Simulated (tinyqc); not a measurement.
# All-pass ring resonator: several studies

A ring of length L = 2 pi Rr coupled to one bus waveguide: round-trip amplitude a = 10^(-al L/20), self-coupling t = sqrt(1 - k2). At detuning d from the resonance the round-trip phase is p = 2 pi d/FSR and the transmission T = (a^2 - 2 a t cos p + t^2)/(1 - 2 a t cos p + a^2 t^2). Lossless coupler, linear absorption only.

Inputs (values chosen for the exercise); values close to those of silicon nitride waveguides: cold resonance wavelength lam = 1550 nm; ring radius Rr = 50 um; group index ng = 2.14; propagation loss al = 1 dB/cm; power coupling k2 = 0.021.

Constants: c = 299792458 m/s. Results are converted to the units shown.

Each table varies one quantity; the others keep the values above.

## Effect of the power coupling

FSR = lam^2/(ng L), finesse F = pi sqrt(a t)/(1 - a t), FWHM = FSR/F, Q = lam/FWHM, Tmin = (a - t)^2/(1 - a t)^2, power build-up k2 a^2/(1 - a t)^2, optical bandwidth c/(lam Q).

The same in every row: a = 0.9964.

Effect of the power coupling:
```
k2	t	Q	Tmin	build-up	bandwidth (GHz)
0.0009	0.9995	3.350e5	0.6062	54.24	0.5773
0.0015	0.9992	3.120e5	0.4307	78.41	0.6199
0.0026	0.9987	2.770e5	0.2216	107.2	0.6981
0.0045	0.9977	2.321e5	0.05379	130.3	0.8335
0.0076	0.9962	1.834e5	7.072e-4	137.6	1.055
0.013	0.9935	1.341e5	0.08293	126.3	1.442
0.022	0.9889	9.245e4	0.2593	102.0	2.092
0.038	0.9808	5.928e4	0.4696	73.05	3.263
0.065	0.9670	3.661e4	0.6491	48.34	5.284
```

Read the table: what changes, and by how much?

As k2 goes from 0.0009 to 0.065, Q falls from 3.35e5 to 36600, Tmin goes from 0.606 through a minimum of 7.07e-4 (at k2 = 0.0076 among the rows listed) to 0.649 and the build-up goes from 54.2 through a maximum of 138 (at k2 = 0.0076 among the rows listed) to 48.3. The ring is overcoupled (t < a) in 5 of the 9 rows; the dip is deepest where t and a cross.

## Effect of the ring radius

Same model as above.

The same in every row: t = 0.9894.

Effect of the ring radius:
```
Rr (um)	a	Q	Tmin	build-up	bandwidth (GHz)
17	0.9988	3.912e4	0.6277	151.2	4.944
27	0.9980	5.856e4	0.4749	134.2	3.303
44	0.9968	8.693e4	0.2900	111.2	2.225
71	0.9949	1.229e5	0.1209	85.14	1.574
110	0.9921	1.614e5	0.02044	61.06	1.198
190	0.9863	2.126e5	0.01654	35.29	0.9098
300	0.9785	2.530e5	0.1178	19.89	0.7645
```

As Rr goes from 17 to 300 um, Q rises from 39100 to 2.53e5, Tmin goes from 0.628 through a minimum of 0.0165 (at Rr = 190 um among the rows listed) to 0.118 and the build-up falls from 151 to 19.9. The ring is overcoupled (t < a) in 5 of the 7 rows; the dip is deepest where t and a cross. Bend loss, which grows for small rings, is left out.

## Effect of the propagation loss

Same model as above.

The same in every row: t = 0.9894.

Results:
```
al (dB/cm)	a	Q	Tmin	build-up	bandwidth (GHz)
0.12	0.9996	1.234e5	0.8490	173.9	1.568
0.23	0.9992	1.191e5	0.7304	161.9	1.624
0.74	0.9973	1.025e5	0.3566	119.9	1.886
1.3	0.9953	8.898e4	0.1489	90.08	2.174
2.4	0.9914	7.063e4	0.01002	56.53	2.738
4.4	0.9842	5.137e4	0.03996	29.69	3.765
8	0.9715	3.445e4	0.2147	13.18	5.614
```

Estimate the missing row, al = 0.41 dB/cm.

Computed row:
```
al (dB/cm)	a	Q	Tmin	build-up	bandwidth (GHz)
0.41	0.9985	1.127e5	0.5697	144.9	1.717
```

With this row back in the table: As al goes from 0.12 to 8 dB/cm, Q falls from 1.23e5 to 34500, Tmin goes from 0.849 through a minimum of 0.0100 (at al = 2.4 dB/cm among the rows listed) to 0.215 and the build-up falls from 174 to 13.2. The ring is overcoupled (t < a) in 6 of the 8 rows; the dip is deepest where t and a cross.

Numbers from tinyqc (`OMP_NUM_THREADS=1 python tinyqc.py 2650025 2650026 out.jsonl`; about 0.01 s on one thread of a shared Intel Xeon 2.30GHz).
